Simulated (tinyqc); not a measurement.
Interface traps from C-V curves, high-low and Terman methods: two steps of the calculation.

MOS capacitor on an n-type substrate; psi is the band bending, negative in depletion; only majority carriers are counted. At the bending psi the Fermi level lies y = xi - psi below the conduction edge at the surface, xi = Vt ln(Nc/Nd). Dit(y) = D0 + D1 exp(-y/E1); traps fill up to the Fermi level, follow the bias and a slow signal, and do not follow a fast one. V is the gate voltage from flat band.

Parameters, values chosen for the exercise; band and dielectric values close to those of gallium arsenide:
- T = 300 K (temperature)
- eps_r = 13 (relative permittivity)
- Nc = 4.42e17 cm^-3 (conduction-band density of states at T)
- Nd = 4.4e16 cm^-3 (donor density)
- EOT = 24 nm (equivalent oxide thickness)
- D0 = 4.1e10 cm^-2 eV^-1 (trap density far from the band edge)
- D1 = 1.9e11 cm^-2 eV^-1 (band-tail density at the conduction edge)
- E1 = 0.13 eV (decay energy of the tail)
- n = 7 (points)
- pa = -0.9 V (deepest band bending)
- pb = -0.039 V (shallowest band bending)

Constants: q = 1.602176634e-19 C, kB = 1.380649e-23 J/K, Vt = kB T/q, eps0 = 8.8541878128e-14 F/cm where lengths are in cm. Results are converted to the units shown.

Question 1. The curves. Cox = 3.9 eps0/EOT, LD = sqrt(eps0 eps_r Vt/(q Nd)), u = psi/Vt, Cd = (eps0 eps_r/(sqrt(2) LD)) |exp(u) - 1|/sqrt(exp(u) - u - 1). Ideal V0 = psi - sqrt(2) (eps0 eps_r Vt/LD) sqrt(exp(u) - u - 1)/Cox for psi < 0; the traps add dV = (q/Cox) times the integral of Dit from 0 to psi = (q/Cox) [D0 psi + D1 E1 exp(-xi/E1) (exp(psi/E1) - 1)]. 1/C_HF = 1/Cox + 1/Cd, 1/C_LF = 1/Cox + 1/(Cd + q Dit). Take n equally spaced psi from pa to pb.

Find: psi; y; Dit; V0; V; C_HF; C_LF; Cox.

Answer 1.

psi, point 0 to 6 (V): [-0.9000, -0.7565, -0.6130, -0.4695, -0.3260, -0.1825, -0.0390]
y, point 0 to 6 (eV): [0.9596, 0.8161, 0.6726, 0.5291, 0.3856, 0.2421, 0.0986]
Dit, point 0 to 6 (cm^-2 eV^-1): [4.112e10, 4.136e10, 4.208e10, 4.424e10, 5.078e10, 7.050e10, 1.300e11]
V0, point 0 to 6 (V): [-1.728, -1.513, -1.291, -1.059, -0.811, -0.533, -0.161]
V, point 0 to 6 (V): [-1.786, -1.565, -1.337, -1.098, -0.842, -0.554, -0.167]
C_HF, point 0 to 6 (nF/cm^2): [46.23, 49.09, 52.69, 57.45, 64.30, 75.93, 102.9]
C_LF, point 0 to 6 (nF/cm^2): [49.18, 51.88, 55.32, 59.93, 66.72, 78.36, 104.5]
Cox = 143.9 nF/cm^2

At the deepest bending the traps stretch the gate voltage from -1.73 to -1.79 V.

Question 2. Terman extraction. psi at each point follows from C_HF and the ideal curve. Dit = (Cox/q) d(V - V0)/dpsi by central differences over the two neighbours.

psi, point 0 to 6 (V): [-0.90000000, -0.75650000, -0.61300000, -0.46950000, -0.32600000, -0.18250000, -0.03900000]
V0, point 0 to 6 (V): [-1.7278144, -1.5133234, -1.2914444, -1.0592389, -0.8110743, -0.5329562, -0.1606165]
V, point 0 to 6 (V): [-1.7862712, -1.5651942, -1.3366596, -1.0975886, -0.8419260, -0.5544020, -0.1669027]
Cox = 143.88055 nF/cm^2

Wanted: Dit by Terman.

Answer 2.

Dit by Terman, point 1 to 5 (cm^-2 eV^-1): [4.143e10, 4.231e10, 4.494e10, 5.289e10, 7.687e10]

The differences overstate the curved tail; the largest error is 9.0 %, at point 5.

Program tinyqc, `OMP_NUM_THREADS=1 python tinyqc.py 2030114 2030115 out.jsonl`; Intel Xeon 2.30GHz, shared host, one thread, about 0.01 s.
